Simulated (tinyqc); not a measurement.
Inside a calculation. Method: sp3 tight binding, zinc-blende lattice. One step of it, computed by the program tinyqc.

Task: Levels at X. Diagonalise the Hermitian matrix.

H(k) at X (eV):
```
,a s,a px,a py,a pz,c s,c px,c py,c pz
a s,-12.760000,0.000000,0.000000,0.000000,0.000000,0.000000+3.400875i,0.000000,0.000000
a px,0.000000,-7.540000,0.000000,0.000000,0.000000-3.400875i,0.000000,0.000000,0.000000
a py,0.000000,0.000000,-7.540000,0.000000,0.000000,0.000000,0.000000,0.000000+3.940820i
a pz,0.000000,0.000000,0.000000,-7.540000,0.000000,0.000000,0.000000+3.940820i,0.000000
c s,0.000000,0.000000+3.400875i,0.000000,0.000000,-12.760000,0.000000,0.000000,0.000000
c px,0.000000-3.400875i,0.000000,0.000000,0.000000,0.000000,-7.540000,0.000000,0.000000
c py,0.000000,0.000000,0.000000,0.000000-3.940820i,0.000000,0.000000,-7.540000,0.000000
c pz,0.000000,0.000000,0.000000-3.940820i,0.000000,0.000000,0.000000,0.000000,-7.540000
```

Give: eigenvalues.

Result:

eigenvalues (eV): -14.437  -14.437  -11.481  -11.481  -5.863  -5.863  -3.599  -3.599
